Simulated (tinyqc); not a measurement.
Kinetic Monte Carlo and master equation for a particle on a ring of sites with traps and bias: one step, computed by the program tinyqc. Command: `OMP_NUM_THREADS=1 python tinyqc.py 3003502 3003503 out.jsonl kmc walk`. One thread of a shared host (Intel(R) Xeon(R) Processor @ 2.30GHz), about 0.05 s of CPU time with the checks.

8 sites on a ring, numbered 1 to 8. The saddle between i and i+1 lies at E0 + s b_i and site i at s eps_i; a force F tilts the landscape, with the saddle half-way.

Task: Rate table. Rates: k(i to i+1) = nu exp(-(E0 + s b_i - s eps_i - F a/2)/(k_B T)), k(i to i-1) = nu exp(-(E0 + s b_(i-1) - s eps_i + F a/2)/(k_B T)). Share right = k right/(k right + k left); mean stay = 1/(k right + k left).

Inputs (values chosen for the exercise, for a model defect):

| quantity | value | unit |
|---|---|---|
| reference barrier E0 | 0.79 | eV |
| scale factor s of the disorder | 1 | - |
| attempt frequency nu | 6.8 | THz |
| temperature T | 520 | K |
| site spacing a | 2.1 | angstrom |
| force F along the ring | 0.03 | eV/angstrom |

Disorder: both.

site energies eps_i (eV): -0.056  -0.036  -0.065  0  0  -0.082  0  0

saddle shifts b_i between sites i and i+1 (eV): -0.011  -0.011  0.029  -0.0063  0.0021  -0.012  0.025  -0.014

Constants: k_B = 8.617333262e-05 eV/K.

Give: Rates, shares of right hops and mean stays.

Result:

Rates, shares of right hops and mean stays:

| site | k right (1/s) | k left (1/s) | share right | mean stay (s) |
|---|---|---|---|---|
| 1 | 1.1094e+05 | 29078 | 0.79232 | 7.1420e-06 |
| 2 | 1.7335e+05 | 42494 | 0.80312 | 4.6330e-06 |
| 3 | 3.7169e+04 | 22247 | 0.62557 | 1.6831e-05 |
| 4 | 3.4856e+05 | 38865 | 0.89968 | 2.5812e-06 |
| 5 | 2.8898e+05 | 85445 | 0.77179 | 2.6708e-06 |
| 6 | 6.3502e+04 | 11364 | 0.84821 | 1.3357e-05 |
| 7 | 1.7335e+05 | 97036 | 0.64112 | 3.6984e-06 |
| 8 | 4.1391e+05 | 42494 | 0.90689 | 2.1911e-06 |

The particle stays longest on site 3, 7.7 times as long as on the quickest site.
